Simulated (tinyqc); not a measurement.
# Series resistance and length offset from two lengths at two overdrives

Question. In strong inversion R W = Rsd + k(x)(L - dL), k(x) = (1 + th1 x)/(mu0 Cox x), x the overdrive, Cox = eps0 eox/tox, with Rsd and dL independent of x. Find dL, Rsd, mu0 and th1.

Parameters, values chosen for the exercise:
- eox = 9.12 (relative permittivity of the gate insulator (close to aluminium oxide))
- tox = 3 nm (insulator thickness)

Constants: eps0 = 8.8541878128e-14 F/cm where lengths are in cm. Results are converted to the units shown.

total resistance times width (ohm um):

|  | L = 0.096 um | L = 0.99 um |
|---|---|---|
| overdrive 0.52 V | 305.792630 | 2131.05209 |
| overdrive 1.1 V | 226.069822 | 1268.11840 |

Solution. At each overdrive R W is a straight line in L; the two lines cross at L = dL, R W = Rsd. Their slopes give k x = (1 + th1 x)/(mu0 Cox), a straight line in x.

dL = 0.005000 um
Rsd = 120.0 ohm um
mu0 = 430.0 cm^2/(V s)
th1 = 0.4400 1/V

tinyqc, about 0.01 s, one thread, Intel Xeon 2.30GHz (shared host): `OMP_NUM_THREADS=1 python tinyqc.py 2210123 2210124 out.jsonl`
